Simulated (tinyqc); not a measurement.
Grain growth, pinning, strength and diffusional creep of a polycrystal or thin film: one step, computed by the program tinyqc.

One mean grain size d describes the structure.

Task: Yield stress. Hall-Petch term k_y/sqrt(d). Orowan term 3.06 x 0.4 G b ln(2 rbar/b)/(pi lambda sqrt(1 - nu)) with nu = 1/3, rbar = sqrt(2/3) r, lambda = rbar (sqrt(pi/f) - 2). The terms are added to sigma_0.

Inputs (values chosen for the exercise, modelled on copper):
```
quantity,value,unit
shear modulus G,46.3,GPa
Burgers vector b,2.556,angstrom
anneal temperature T,475,K
particle volume fraction f,0.0076,-
particle radius r,20,nm
friction stress sigma_0,29,MPa
Hall-Petch slope k_y,0.11,MPa m^0.5
```

Sample: bulk.

grain size d = 151.0034 nm

Give: Hall-Petch term; Orowan term; yield stress.

Result:

Hall-Petch term = 283.1 MPa

Orowan term = 91.50 MPa

yield stress = 403.6 MPa
